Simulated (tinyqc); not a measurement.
## Fermi-level pinning from two metals

Question. Cowley-Sze model with the space charge neglected: phiB = S (phiM - chi) + (1 - S)(Eg - phi0), S = 1/(1 + q Dit dl/(eps0 ei)), dl in cm. Find S, phi0 and Dit.

Values chosen for this exercise; band and dielectric values close to those of silicon:
- Eg = 1.1 eV (band gap)
- chi = 4.11 eV (electron affinity)
- dl = 0.6 nm (thickness of the interfacial layer)
- ei = 2 (relative permittivity of the interfacial layer)

Constants: q = 1.602176634e-19 C, eps0 = 8.8541878128e-14 F/cm where lengths are in cm. Results are converted to the units shown.

barriers for metals with phiM = 4.33 and 5.14 eV (eV): [0.40850331, 0.85496122]

Solution. S is the slope of phiB against phiM; either barrier then gives phi0, and S gives Dit.

S = 0.5512
phi0 = 0.4600 eV
Dit = 1.500e13 cm^-2 eV^-1

Computed by the program tinyqc: `OMP_NUM_THREADS=1 python tinyqc.py 2020138 2020139 out.jsonl`, one thread of a shared Intel Xeon 2.30GHz, about 0.05 s for the whole run.
